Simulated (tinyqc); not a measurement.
Hall measurement with a parallel conducting layer.

Two layers in parallel, unit Hall factors, low field: 1/Rs = q (ns mu + n2 m2); apparent mobility (ns mu^2 + sg n2 m2^2)/(ns mu + n2 m2); apparent density (ns mu + n2 m2)^2/(ns mu^2 + sg n2 m2^2); a negative value means the sign of the second layer.

Parameters, values chosen for the exercise:
```
symbol,value,unit,meaning
ns,2.5e15,cm^-2,sheet density of the layer
mu,90,cm^2/(V s),drift mobility
m2,370,cm^2/(V s),mobility of the parallel layer
sg,-1,,sign of its carriers relative to the first layer
```

Constants: q = 1.602176634e-19 C. Results are converted to the units shown.

Result of one run:

| n2 (cm^-2) | Rs (ohm/square) | apparent density (cm^-2) | apparent mobility (cm^2/(V s)) | share of the conductance in layer 2 (%) |
|---|---|---|---|---|
| 6e14 | 13.96 | -3.228e15 | -138.5 | 49.66 |

What becomes of these results when the sheet density of a parallel layer n2 is changed from 6e14 to 1e16 cm^-2, all else the same?

Result of the changed run:

| n2 (cm^-2) | Rs (ohm/square) | apparent density (cm^-2) | apparent mobility (cm^2/(V s)) | share of the conductance in layer 2 (%) |
|---|---|---|---|---|
| 1e16 | 1.590 | -1.142e16 | -343.6 | 94.27 |

The whole series:

| n2 (cm^-2) | Rs (ohm/square) | apparent density (cm^-2) | apparent mobility (cm^2/(V s)) | share of the conductance in layer 2 (%) |
|---|---|---|---|---|
| 8e12 | 27.38 | 2.713e15 | 84.03 | 1.298 |
| 3e13 | 26.44 | 3.453e15 | 68.37 | 4.701 |
| 1e14 | 23.82 | 1.046e16 | 25.04 | 14.12 |
| 6e14 | 13.96 | -3.228e15 | -138.5 | 49.66 |
| 2e15 | 6.468 | -3.673e15 | -262.7 | 76.68 |
| 1e16 | 1.590 | -1.142e16 | -343.6 | 94.27 |
| 4e16 | 0.4154 | -4.138e16 | -363.1 | 98.50 |
| 2e17 | 0.08409 | -2.014e17 | -368.6 | 99.70 |
| 8e17 | 0.02107 | -8.014e17 | -369.7 | 99.92 |

The apparent mobility falls from 84.0 to -370 cm^2/(V s), between mu = 90 and sg m2 = -370. The Hall signal vanishes at n2 = ns (mu/m2)^2 = 1.48e14 cm^-2, where the apparent density diverges.

tinyqc, about 0.01 s, one thread, Intel Xeon 2.30GHz (shared host): `OMP_NUM_THREADS=1 python tinyqc.py 2850223 2850224 out.jsonl`
